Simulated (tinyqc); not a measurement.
Quantum-confined Stark effect in a modulator well, step by step. Values are carried at full precision from step to step, so a last printed digit may differ when a step is redone from the rounded ones.

Constants: hbar^2/2m0 = 3.80998211 eV angstrom^2; e^2/(4 pi eps0) = 14.39964547 eV angstrom; hc = 1239.841984 eV nm.

Values chosen for the exercise (near those of an InGaAs well in InAlAs; not measured data): L = 82 angstrom (well width); me = 0.0435 m0 (electron, well); mh = 0.354 m0 (heavy hole along z, well); F = 143 kV/cm (field); Vc = 0.54 eV (conduction offset); Vv = 0.194 eV (heavy-hole offset); meb = 0.074 m0 (electron, barrier); mhb = 0.416 m0 (heavy hole, barrier); Eg = 0.765 eV (gap of the well); mp = 0.11 m0 (heavy hole in the plane); eps = 13.9 (dielectric constant); dE = 16 meV (operating point below the zero-field line); G = 6 meV (half width of the exciton line).

## Estimate for hard walls

Second order: each level moves by -C m (e F)^2 L^4/(2c), C = (15/pi^2 - 1)/(24 pi^2), c = hbar^2/2m0, 1 kV/cm = 1e-5 eV/angstrom. It holds while e F L is no more than about twice 3 c pi^2/(m L^2).

Estimate:
```
carrier     shift (meV)  e F L over the level spacing
electron          -1.16                          0.30
heavy hole        -9.43                          2.47
```

The hole, 8.1 times heavier, carries 89 % of the estimated shift; for hard walls second order errs by about 2 % at a ratio of 1 and 13 % at 3.

## Levels and envelopes

Envelopes on cells of 0.5 angstrom over the well |z| < L/2 and 45 angstrom of barrier on each side, psi = 0 beyond, psi'/m continuous (mean mass between points), c = hbar^2/2m0. The electron sees + e F z and the hole - e F z, each with its offset in the barriers; 1 kV/cm = 1e-5 eV/angstrom. Light holes, band mixing and escape by tunnelling are left out.

Ground levels, squared overlap and separation <z>_h - <z>_e without and with the field.

Results:
```
F (kV/cm)  E_e (meV)  E_h (meV)  overlap^2  separation (angstrom)
0              65.36      11.00      0.984                    0.0
143            60.94      -5.17      0.577                   25.4
```

The electron level moves by -4.42 meV (3.8 times the hard-wall estimate, since it leaks into the barriers and sees a wider well) and the hole level by -16.18 meV (1.72 times).

## Exciton

Exciton: in-plane function exp(-rho/lam), 1/mu = 1/me + 1/mp, E(lam) = c/(mu lam^2) - (q/eps) times the integral over k of Fm(k)(1 + (k lam/2)^2)^(-3/2), Fm(k) the double integral of psi_e^2 psi_h^2 exp(-k |z - z'|), q = e^2/(4 pi eps0); binding Eb = -E at the minimum. Line at Eg + E_e + E_h - Eb, strength proportional to overlap^2/lam^2.

Minimise over lam without and with the field.

Results:
```
F (kV/cm)  lam (angstrom)  Eb (meV)  line (eV)      nm  overlap^2/lam^2 (1e-4/angstrom^2)
0                   169.2      5.84     0.8355  1483.9                             0.3435
143                 182.6      5.33     0.8154  1520.5                             0.1730
```

The weaker binding gives back 0.51 meV of the red shift, leaving 20.1 meV; the strength falls to 50 %.

## Contrast at the operating point

With a Gaussian line of half width G, the absorption at E_op = line(0) - dE is proportional to strength x exp(-ln2 ((E_op - line)/G)^2); continuum absorption is left out. Give it at both fields, relative to the zero-field peak.

E_op = 0.8195 eV
wavelength = 1512.9 nm

absorption without and with the field: 0.0072  0.36

The field changes the absorption by +0.36 of the zero-field peak. With dE above 2G the Gaussian tail at zero field is weak; real tails fall only exponentially and absorb more.

## Checks

- Zero-field levels against the matching condition of the square well, meV: largest difference 2.5e-03.
- Slope d(E_e + E_h)/dF against minus the separation (Hellmann-Feynman), angstrom: both -25.4.

Run: tinyqc, `OMP_NUM_THREADS=1 python tinyqc.py 1250198 1250199 out.jsonl`; Intel(R) Xeon(R) Processor @ 2.30GHz, one thread, shared host; about 0.1 s of CPU time with all checks.
